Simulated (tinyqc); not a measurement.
Formation energy of a charged point defect from supercell energies. The same raw energies corrected as if they came from other cell sizes. Computed by tinyqc, a small Python program. Command: `OMP_NUM_THREADS=1 python tinyqc.py 3011427 3011428 out.jsonl formation sweep`. One thread of a shared host (Intel(R) Xeon(R) Processor @ 2.30GHz), about 0.01 s of CPU time with the checks.

The host is a compound AB. Making the defect adds n_A = -1, n_B = 0, n_X = 1 atoms to the cell. All total energies are inputs. E_F is counted from the valence-band maximum (VBM); x = 0 is A-rich and x = 1 B-rich growth.

Inputs (values chosen for the exercise, for a model compound AB):
```
quantity,value,unit
gap E_g,3.65,eV
E_VBM of the host cell,4.136,eV
potential alignment dV,-0.098,eV
dielectric constant eps,8.07,-
mu_A of the pure element,-1.644,eV
formation enthalpy dH of AB,-1.87,eV
growth condition x,0.58,-
Fermi level E_F,3.25,eV
temperature T,1000,K
site density N_s,3.3e+22,cm^-3
mu_X of the pure element,-2.815,eV
formation enthalpy of XB,-0.99,eV
```

Defect: impurity X on an A site. Supercell lattice: sc.

charge states q: [0, -1, -2]

E(defect, q) - E(host), in the order of q (eV): [6.407, 10.559, 14.301]

Constants: e^2/(4 pi eps_0) = 14.39964548 eV angstrom; k_B = 8.617333262e-05 eV/K.

Method:
- dmu_A = x dH and dmu_B = (1 - x) dH, so that dmu_A + dmu_B = dH; mu = mu(element) + dmu. The impurity is held at its solubility limit: dmu_X = min(0, dH(XB) - dmu_B).
- The reservoir term is sum n_i mu_i.
- Image-charge correction of a point charge in a neutralising background: E_corr = q^2 alpha e^2/(4 pi eps_0) / (2 eps L), alpha = 2.837297 for a sc array with L the cube root of the volume.
- E_f(q, E_F) = [E(defect, q) - E(host)] - sum n_i mu_i + q (E_VBM + dV + E_F) + E_corr(q).
- eps(q/q-1) = E_f(q - 1, 0) - E_f(q, 0).
- E_f(q, E_F) = E_f(q, 0) + q E_F.
- c_q = N_s exp(-E_f(q, E_F)/k_B T), with all degeneracy factors one and no vibrational entropy.

One run for each value:
```
cell length L (angstrom),level (0/-1) (eV),level (-1/-2) (eV),lowest formation energy (eV)
8,0.43042,0.65326,1.2817
11,0.34412,0.39437,0.9365
14,0.29481,0.24643,0.7392
17,0.26290,0.15071,0.6116
21,0.23454,0.06562,0.4982
27,0.20775,-0.01474,0.3910
30,0.19838,-0.04286,0.3535
```

Give the missing row, cell length L (angstrom) = 24.

Computed row:
```
cell length L (angstrom)  level (0/-1) (eV)  level (-1/-2) (eV)  lowest formation energy (eV)
24                                  0.21947             0.02042                        0.4379
```

Interpolating between the two neighbouring rows (linearly) misses most in level (-1/-2) (eV), by 25 %. Over the rows, level (0/-1) (eV) falls from 0.430 to 0.198 (exponent d ln y / d ln x -0.70 between the first rows and -0.44 between the last); level (-1/-2) (eV) falls from 0.653 to -0.0429; lowest formation energy (eV) falls from 1.28 to 0.354 (exponent d ln y / d ln x about -0.97 throughout). The correction falls as 1/L, so the levels tend to their raw, aligned values.

Caution (rows 8.00, 11.0): the largest image-charge correction in these energies, q^2 alpha e^2/(8 pi eps_0 eps L) with alpha = 2.837297, exceeds a quarter of the gap; the point-charge term alone is then a rough estimate, usually too large for a charge that is spread out. Caution (rows 14.0, 17.0, 21.0, 24.0, 27.0, 30.0): the one-electron levels are out of order (negative U): at least one middle charge state is skipped, and the transition past it moves two or more electrons at once. Caution (rows 27.0, 30.0): more than 1 % of the sites are defective, beyond the dilute limit.

Extremes, crossings and ranges named in words are read from the listed rows.
